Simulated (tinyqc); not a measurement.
# Area and perimeter leakage from two diodes

Problem. A square diode and a finger diode leak I = JA area + JP perimeter. Find JA, JP and the side of the square at which both parts are equal.

areas (um^2): [90000, 78000]
perimeters (um): [1200, 16380]
leakage currents (pA): [0.1404, 0.53586000]

Solution. Two linear equations give JA and JP; for a square of side a, JA a^2 = 4 JP a at a = 4 JP/JA.

JA = 1.20e-10 A/cm^2
JP = 2.70e-13 A/cm
side for equal parts = 90.0 um

Numbers from tinyqc (`OMP_NUM_THREADS=1 python tinyqc.py 2290169 2290170 out.jsonl`; about 0.01 s on one thread of a shared Intel Xeon 2.30GHz).
